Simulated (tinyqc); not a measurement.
# Changing the filling n per spin orbital

Model: Stoner model of a band magnet at zero temperature. Computed by tinyqc, a small Python program. Command: `OMP_NUM_THREADS=1 python tinyqc.py 3023829 3023830 out.jsonl stoner sweep`. One thread of a shared host (Intel(R) Xeon(R) Processor @ 2.30GHz), about 0.04 s of CPU time with the checks.

Five orbitals per spin share one band; u = (E - E_bottom)/W runs from 0 to 1, and the states per spin, atom and energy are g = 5 d(u)/W with d = 1 - c cos(4 pi u). N(u) is the integral of d from 0. The moment m = n_up - n_down (electrons per atom) moves the fillings to n +/- m/10; the energy is E(m) = E_band(m) - I m^2/4.

Inputs (values chosen for the exercise, for a model d band): band width W = 7 eV; Stoner parameter I = 1.2 eV; depth c of the valley = 0.42; start moment m0 = 0.69 mu_B; largest number of steps = 600.

Density of states: two peaks.

Method. Solve N(u_F) = n; g_F = 5 d(u_F)/W; the Stoner product is I g_F. Split the bands by Delta = I m, find the common Fermi level that keeps 10 n electrons, and read m(out) = 5 [N(u + Delta/(2W)) - N(u - Delta/(2W))], N clipped to 0 and 1. Start from m0 (at most 0.9 m_max, m_max = 10 min(n, 1 - n)); stop when m changes by less than 1e-8; moments under 1e-5 count as 0.

One run for each value:
```
filling n per spin orbital  moment m (mu_B)  Stoner product I g_F  g_F (1/eV)
0.08                                 0.0000                0.8033      0.6694
0.16                                 1.1644                1.1019      0.9183
0.25                                 1.9799                1.2171      1.0143
0.33                                 1.3319                1.1263      0.9386
0.42                                 0.0000                0.8033      0.6694
0.58                                 0.0000                0.8033      0.6694
0.67                                 1.3319                1.1263      0.9386
0.75                                 1.9799                1.2171      1.0143
0.84                                 1.1644                1.1019      0.9183
0.92                                 0.0000                0.8033      0.6694
```

Describe and explain the trends.

Over the rows, moment m (mu_B) lies between 0 and 1.98 without a single trend; Stoner product I g_F lies between 0.803 and 1.22 without a single trend; g_F (1/eV) lies between 0.669 and 1.01 without a single trend. Rows at saturation, m = 10 min(n, 1 - n): 0 of 10. The filling sets I g_F through the shape of the band. Left out: 0.500 (half filling).

Extremes, crossings and ranges named in words are read from the listed rows.
